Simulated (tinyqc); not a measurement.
Thermal, flicker and telegraph noise of a field-effect transistor: one step, computed by the program tinyqc.

Strong inversion, threshold roll-off and channel-length modulation left out; noise sources are uncorrelated and are given as one-sided spectral densities.

Problem. Thermal noise and corner. C_ox = 3.9 eps_0/t; V_c = 2 v_s L/mu; I = W C_ox v_s V_ov^2/(V_ov + V_c); g_m = W C_ox v_s V_ov (V_ov + 2 V_c)/(V_ov + V_c)^2; g_d0 = mu C_ox (W/L) V_ov. Thermal: S_I = 4 k_B T gamma g_d0; input-referred S_V = S_I/g_m^2; corner f_c where flicker equals thermal. Total input noise from 1 Hz to f_c: sqrt(S_V,thermal [f_c ln(f_c/1 Hz) + f_c - 1 Hz]).

Inputs (values chosen for the exercise, modelled on a high-k silicon transistor):
```
quantity                      value        unit
width W                         6.8  micrometre
length L                         67          nm
electrical oxide thickness t    1.8          nm
mobility mu                     410  cm^2/(V s)
saturation velocity v_s        0.73    1e7 cm/s
overdrive V_ov                  0.2           V
thermal noise factor gamma      1.4           -
frequency f                     100          Hz
temperature T                   400           K
```

Operating region: saturation. Flicker model: number with correlated mobility.

g_m = 6704.903 microsiemens

flicker S_I = 7.154680e-16 A^2/Hz

drain current I = 868.5173 microampere

Constants: k_B = 1.380649e-23 J/K; eps_0 = 8.8541878128e-12 F/m; e = 1.602176634e-19 C.

Give: thermal S_I; input-referred thermal noise; corner frequency f_c; input noise up to f_c; full shot noise 2eI over thermal S_I.

Solution.

thermal S_I = 4.9376e-22 A^2/Hz

input-referred thermal noise = 3.3141 nV/sqrt(Hz)

corner frequency f_c = 1.4490e+08 Hz

input noise up to f_c = 177.48 microvolt

full shot noise 2eI over thermal S_I = 0.56364

At f the noise is flicker dominated (f_c/f = 1.45e6).
